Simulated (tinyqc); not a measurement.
Oxide trap near a transistor channel: two-state multiphonon kinetics, telegraph noise and bias instability. Changing the frequency f. Computed by tinyqc, a small Python program. Command: `OMP_NUM_THREADS=1 python tinyqc.py 3000237 3000238 out.jsonl oxidetrap sweep`. One thread of a shared host (Intel(R) Xeon(R) Processor @ 2.30GHz), about 0.01 s of CPU time with the checks.

An n-channel device under positive gate bias. The trap is empty (state 1) or holds an electron (state 2); both states are parabolas of equal curvature, and the electron reservoir is taken at the Fermi level of the channel.

Inputs (values chosen for the exercise, with an insulator like HfO2 on silicon): insulator constant eps_ox = 21.6; insulator thickness t_ox = 7.4 nm; trap depth x from the interface = 1 nm; tunnel barrier phi_b = 1.52 eV; tunnelling mass m_ox = 0.19 m_0; trap level above E_F at zero field E_t = 0.092 eV; relaxation energy E_R = 1.3 eV; oxide field F = 1.5 MV/cm; attempt rate k_0 at the interface = 2e+11 1/s; temperature T = 300 K; channel width W = 80 nm; channel length L = 80 nm.

Parts treated: one trap.

Constants: hbar^2/(2 m_0) = 3.80998212 eV angstrom^2; k_B = 8.617333262e-05 eV/K; e = 1.602176634e-19 C; eps_0 = 8.8541878128e-12 F/m.

Method:
- kappa = sqrt(2 m_ox phi_b)/hbar = sqrt(m_ox phi_b/(hbar^2/2m_0)); attenuation length lambda = 1/(2 kappa); factor exp(-x/lambda) for a rectangular barrier.
- E_21 = E_t - e F x is the energy of state 2 over state 1; barriers E_c = (E_R + E_21)^2/(4 E_R), E_e = E_c - E_21; tau_c = exp(E_c/k_B T)/(k_0 P), tau_e = exp(E_e/k_B T)/(k_0 P), P the tunnelling factor; occupation f_2 = tau_e/(tau_c + tau_e); 1/tau_0 = 1/tau_c + 1/tau_e.
- Charge-sheet step dV = e (t_ox - x)/(eps_ox eps_0 W L); Lorentzian spectrum S(f) = 4 dV^2 tau_0^2/((tau_c + tau_e)(1 + (2 pi f tau_0)^2)); corner 1/(2 pi tau_0); variance dV^2 f_2 (1 - f_2) = dV^2 tau_0/(tau_c + tau_e).

One run for each value:
```
frequency f (Hz)  S(f) (V^2/Hz)  corner frequency (Hz)
1.00e-02             2.6084e-11                 1485.2
1.00e-01             2.6084e-11                 1485.2
1.00e+00             2.6084e-11                 1485.2
1.00e+01             2.6083e-11                 1485.2
1.00e+02             2.5966e-11                 1485.2
1.00e+03             1.7948e-11                 1485.2
1.00e+04             5.6296e-13                 1485.2
1.00e+06             5.7538e-17                 1485.2
```

Give the missing row, frequency f (Hz) = 1.00e+05.

Computed row:
```
frequency f (Hz)  S(f) (V^2/Hz)  corner frequency (Hz)
1.00e+05             5.7526e-15                 1485.2
```

Interpolating between the two neighbouring rows (the first column on a logarithmic scale, the others too where they are positive) misses most in S(f) (V^2/Hz), by 1.1 %. Over the rows, S(f) (V^2/Hz) falls from 2.61e-11 to 5.75e-17. At the high end the exponent of S(f) is -2.00, close to -2: the tail of a Lorentzian. At the low end the exponent of S(f) is 0.00, close to 0: the plateau of a Lorentzian.
